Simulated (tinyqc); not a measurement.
Formation energy of a charged point defect from supercell energies: one step, computed by the program tinyqc.

The host is a compound AB. Making the defect adds n_A = -1, n_B = 0, n_X = 1 atoms to the cell. All total energies are inputs. E_F is counted from the valence-band maximum (VBM); x = 0 is A-rich and x = 1 B-rich growth.

Task: Transition levels and the lower envelope. eps(q/q') = [E_f(q', 0) - E_f(q, 0)]/(q - q'). U of state q is eps(q/q-1) - eps(q+1/q). The stable state at each E_F is the lowest line E_f(q, 0) + q E_F.

Inputs (values chosen for the exercise, for a model compound AB): gap E_g = 2.41 eV; dielectric constant eps = 9.6; cell length L = 9.25 angstrom.

Defect: impurity X on an A site. Supercell lattice: fcc.

charge states q: [0, -1, -2]

E_f(q, 0) (eV): (q=0) 1.560400, (q=-1) 3.709579, (q=-2) 4.944117

Give: One-electron levels above the VBM (eV); Stable states.

Result:

One-electron levels above the VBM (eV):
```
level    energy  U of the state between this level and the next
(0/-1)    2.149                                         -0.9146
(-1/-2)   1.235                                               -
```

Stable states:
```
q   from E_F (eV)  to E_F (eV)
0           0.000        1.692
-2          1.692        2.410
```

Stable in the gap, from the VBM up: 0, -2. State -1 is never the lowest: its U is negative, so two such centres gain by exchanging an electron. Caution: the largest image-charge correction in these energies, q^2 alpha e^2/(8 pi eps_0 eps L) with alpha = 2.888282, exceeds a quarter of the gap; the point-charge term alone is then a rough estimate, usually too large for a charge that is spread out.
